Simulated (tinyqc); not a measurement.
Length offset and series resistance from crossing lines.

Inverse problem. R_total = Rs + k (L - dL)/Vo with constant Rs, dL and k. Find k, dL and Rs.

R_total at (L, Vo) = (50, 0.33), (100, 0.33), (50, 0.83) and (100, 0.83), L in nm and Vo in V (ohm um): 466.66667  633.33333  372.28916  438.55422

Answer. At each overdrive R is a straight line in L with slope k/Vo; the two lines cross at L = dL, R = Rs.

k = 1.10 ohm um V/nm
dL = 3.00 nm
Rs = 310 ohm um

tinyqc, about 0.03 s, one thread, Intel Xeon 2.30GHz (shared host): `OMP_NUM_THREADS=1 python tinyqc.py 2282103 2282104 out.jsonl`
